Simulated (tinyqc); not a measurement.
# Changing the well width w

Model: interdiffusion of a quantum well during annealing: blurred potential and shift of the confined levels. Computed by tinyqc, a small Python program. Command: `OMP_NUM_THREADS=1 python tinyqc.py 3000768 3000769 out.jsonl qwi sweep`. One thread of a shared host (Intel(R) Xeon(R) Processor @ 2.30GHz), about 0.1 s of CPU time with the checks.

A square well of width w is blurred by Fick diffusion with a constant coefficient; band offsets are linear in composition, masses are uniform, and strain and excitons are ignored.

Inputs (values chosen for the exercise, modelled on SiGe in silicon (holes and electrons as a model)):
```
quantity               value    unit
electron mass m_e      0.196     m_0
hole mass m_h           0.27     m_0
conduction offset V_c  0.024      eV
valence offset V_v      0.26      eV
prefactor D0             510  cm^2/s
activation energy E     4.12      eV
anneal temperature T     870       C
anneal time t             64       s
```

Constants: k_B = 8.617333262e-05 eV/K; hbar^2/(2 m_0) = 3.80998212 eV angstrom^2.

Method:
- D = D0 exp(-E/(k_B T)); L = sqrt(D t); share of well material at the centre erf(w/(4L)); 1 nm = 1e-7 cm.
- Temperatures in kelvin are T(C) + 273.15.
- With L = sqrt(D t) and the share at the centre erf(w/(4L)). After the anneal: V(z) = V {1 - (1/2)[erf((w/2 - z)/(2L)) + erf((w/2 + z)/(2L))]}, energies counted from the original well bottom. Finite differences on 3000 points over |z| < w/2 + 6L + 25 nm; shifts are taken against the same grid with cell-averaged square steps.
- Rise of the bottom = V (1 - share at the centre). Overlap = |<electron|hole>|^2.

One run for each value; columns: (1) well width w (nm); (2) blue shift of the transition (meV); (3) shift of the electron level (meV); (4) shift of the hole level (meV); (5) share at the centre:
```
(1)      (2)    (3)     (4)     (5)
1.5   75.667  0.364  75.303  0.2770
3.3   93.789  1.502  92.287  0.5645
5.1   70.038  2.198  67.840  0.7718
6.9   45.653  2.254  43.399  0.8970
8.8   27.786  1.972  25.814  0.9624
11.0  15.857  1.556  14.301  0.9907
12.0  12.492  1.381  11.111  0.9954
14.0   8.053  1.082   6.971  0.9991
16.0   5.450  0.850   4.600  0.9998
```

Over the rows, blue shift of the transition (meV) goes from 75.7 through a maximum among these rows, 93.8 at 3.30, to 5.45; shift of the electron level (meV) goes from 0.364 through a maximum among these rows, 2.25 at 6.90, to 0.850; shift of the hole level (meV) goes from 75.3 through a maximum among these rows, 92.3 at 3.30, to 4.60. A wide well keeps its centre and its states away from the edges; a very thin one has levels already near the barrier, with little room to move.

Extremes, crossings and ranges named in words are read from the listed rows.
